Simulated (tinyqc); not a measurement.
Worked calculation: coherent transport through a tight-binding region between two chains. Computed by tinyqc, a small Python program that keeps every step. Settings: temperature = 300, mu = -0.43. Command: `OMP_NUM_THREADS=1 python tinyqc.py 22974 22975 out.jsonl` (the two numbers bound the seeds that draw the settings). One thread of a shared host (Intel(R) Xeon(R) Processor @ 2.60GHz), about 0.1 s of CPU time with the checks.

## Transmission at E = -0.17 eV

H of the central region (eV):
$$\begin{pmatrix}
0.000000 & -1.500000 & 0.000000 & 0.000000 & 0.000000 & -1.500000 \\
-1.500000 & 0.000000 & -1.500000 & 0.000000 & 0.000000 & 0.000000 \\
0.000000 & -1.500000 & 0.000000 & -1.500000 & 0.000000 & 0.000000 \\
0.000000 & 0.000000 & -1.500000 & 0.000000 & -1.500000 & 0.000000 \\
0.000000 & 0.000000 & 0.000000 & -1.500000 & 0.000000 & -1.500000 \\
-1.500000 & 0.000000 & 0.000000 & 0.000000 & -1.500000 & 0.000000
\end{pmatrix}$$

Leads: semi-infinite chains with site energy 0:
```
parameter                           value
lead hopping t (eV)              2.330000
coupling to the left lead (eV)   1.120000
coupling to the right lead (eV)  0.910000
left contact site                       1
right contact site                      6
```

E = -0.170000 eV

Surface Green function g = (E - i sqrt(4 t^2 - E^2)) / (2 t^2); self-energy tc^2 g on each contact site; G = (E - H - Sigma)^(-1); Gamma = -2 Im Sigma; T = Gamma_L Gamma_R |G_LR|^2; local density of states -Im G_ii / pi.

g = -0.015657-0.428899i 1/eV

G (1/eV):
$$\begin{pmatrix}
0.052687-0.040755i & 0.329045-0.007037i & -0.015395+0.039957i & -0.330790+0.011566i & -0.022094-0.038646i & 0.328286-0.015946i \\
0.329045-0.007037i & 0.054289-0.059716i & 0.343775+0.000269i & -0.015328+0.059746i & -0.345512+0.006502i & -0.023830-0.059009i \\
-0.015395+0.039957i & 0.343775+0.000269i & 0.054356-0.039927i & 0.329052-0.004794i & -0.017064+0.039383i & -0.330986+0.009258i \\
-0.330790+0.011566i & -0.015328+0.059746i & 0.329052-0.004794i & 0.052621-0.060290i & 0.343578-0.002038i & -0.013682+0.060059i \\
-0.022094-0.038646i & -0.345512+0.006502i & -0.017064+0.039383i & 0.343578-0.002038i & 0.056002-0.039614i & 0.329436-0.002451i \\
0.328286-0.015946i & -0.023830-0.059009i & -0.330986+0.009258i & -0.013682+0.060059i & 0.329436-0.002451i & 0.051018-0.060336i
\end{pmatrix}$$

local density of states (1/eV): [0.012973, 0.019008, 0.012709, 0.019191, 0.012610, 0.019206]

transmission = 0.082569

## Transmission across the band

The same steps on a grid of energies.

T(E):
```
E (eV)              T
-4.42700000  0.001993
-3.98430000  0.012767
-3.54160000  0.074946
-3.09890000  0.944843
-2.65620000  0.078026
-2.21350000  0.002385
-1.77080000  0.118936
-1.32810000  0.205175
-0.88540000  0.120624
-0.44270000  0.089024
0.00000000   0.081536
0.44270000   0.089024
0.88540000   0.120624
1.32810000   0.205175
1.77080000   0.118936
2.21350000   0.002385
2.65620000   0.078026
3.09890000   0.944843
3.54160000   0.074946
3.98430000   0.012767
4.42700000   0.001993
```

levels of the isolated region (eV): [-3.000000, -1.500000, -1.500000, 1.500000, 1.500000, 3.000000]

## Current

I = (2e/h) int T(E) [f(E - mu - V/2) - f(E - mu + V/2)] dE at 300 K with mu = -0.43 eV, the bias not changing H; 2e^2/h = 77.48092 microsiemens; the integral runs over the band on 4001 points.

Current:
```
V (volt)  I (microampere)
0.010000         0.068715
0.050000         0.343618
0.100000         0.687497
0.200000         1.377085
0.400000         2.771116
0.800000         5.685342
```
